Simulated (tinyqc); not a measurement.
Six-transistor SRAM cell, nodal equations and margins: one step of the calculation.

Two cross-coupled inverters (pull-down bn, pull-up bp) hold the nodes Q and QB; access transistors (ba, threshold VTn, gate on the word line at Vdd when selected) join them to the bit lines. Transistor (EKV form, voltages against the body): I = 2 n b Vt^2 [F(vp - Vs) - F(vp - Vd)] from drain to source, F(v) = ln^2(1 + exp(v/(2 Vt))), vp = (Vg - VT + sg |Vd - Vs|)/n. n-channel bodies are at 0; for the p-channel device all voltages are counted down from Vdd. b in uA/V^2 gives I in uA. For an access transistor the bit line is the drain and the node the source. In a read both bit lines are at Vdd. The cell is symmetric (no mismatch).

Problem. Read current and disturbance. Iread = Ia(bit line at Vdd, source Q); cell ratio bn/ba; time to pull a bit line of 20 fF down by 0.1 V at that current.

Parameters, values chosen for the exercise: temperature T = 273 K; supply voltage Vdd = 0.9 V; slope factor n = 1.32; drain-induced barrier lowering sg = 0.115; n-channel threshold VTn = 0.31 V; gain factor of the pull-down transistor bn = 330 uA/V^2; gain factor of the access transistor ba = 330 uA/V^2.

Constants: q = 1.602176634e-19 C, kB = 1.380649e-23 J/K, Vt = kB T/q. Results are converted to the units shown.

(Q, QB) (V): Q 0.16152269, QB 0.89823334

Find: Iread; cell ratio; time.

Solution.

Iread = 26.65 uA
cell ratio = 1.000
time = 75.04 ps

Computed by the program tinyqc: `OMP_NUM_THREADS=1 python tinyqc.py 2340126 2340127 out.jsonl`, one thread of a shared Intel Xeon 2.30GHz, about 0.2 s for the whole run.
